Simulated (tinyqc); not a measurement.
# Hall measurement with a parallel conducting layer

Two layers in parallel, unit Hall factors, low field: 1/Rs = q (ns mu + n2 m2); apparent mobility (ns mu^2 + sg n2 m2^2)/(ns mu + n2 m2); apparent density (ns mu + n2 m2)^2/(ns mu^2 + sg n2 m2^2); a negative value means the sign of the second layer.

Parameters, values chosen for the exercise: sheet density of the layer ns = 1e13 cm^-2; drift mobility mu = 79 cm^2/(V s); mobility of the parallel layer m2 = 2200 cm^2/(V s); sign of its carriers relative to the first layer sg = -1.

Constants: q = 1.602176634e-19 C. Results are converted to the units shown.

Result of one run:

| Rs (ohm/square) | apparent density (cm^-2) | apparent mobility (cm^2/(V s)) | share of the conductance in layer 2 (%) |
|---|---|---|---|
| 14.16 | -2.007e14 | -2196 | 99.82 |

Which sheet density of a parallel layer n2 gave this result: 2e12, 1e13, 2e14 or 3e15 cm^-2?

n2 = 2e14 cm^-2.

The whole series:

| n2 (cm^-2) | Rs (ohm/square) | apparent density (cm^-2) | apparent mobility (cm^2/(V s)) | share of the conductance in layer 2 (%) |
|---|---|---|---|---|
| 3e10 | 7291 | -8.851e12 | -96.72 | 7.710 |
| 1e11 | 6180 | -2.420e12 | -417.4 | 21.78 |
| 6e11 | 2958 | -1.567e12 | -1347 | 62.56 |
| 2e12 | 1203 | -2.801e12 | -1853 | 84.78 |
| 1e13 | 273.9 | -1.074e13 | -2121 | 96.53 |
| 4e13 | 70.30 | -4.073e13 | -2180 | 99.11 |
| 2e14 | 14.16 | -2.007e14 | -2196 | 99.82 |
| 7e14 | 4.051 | -7.007e14 | -2199 | 99.95 |
| 3e15 | 0.9456 | -3.001e15 | -2200 | 99.99 |

The apparent mobility falls from -96.7 to -2200 cm^2/(V s), between mu = 79 and sg m2 = -2200. The Hall signal vanishes at n2 = ns (mu/m2)^2 = 1.29e10 cm^-2, where the apparent density diverges.

tinyqc, about 0.01 s, one thread, Intel Xeon 2.30GHz (shared host): `OMP_NUM_THREADS=1 python tinyqc.py 2850165 2850166 out.jsonl`
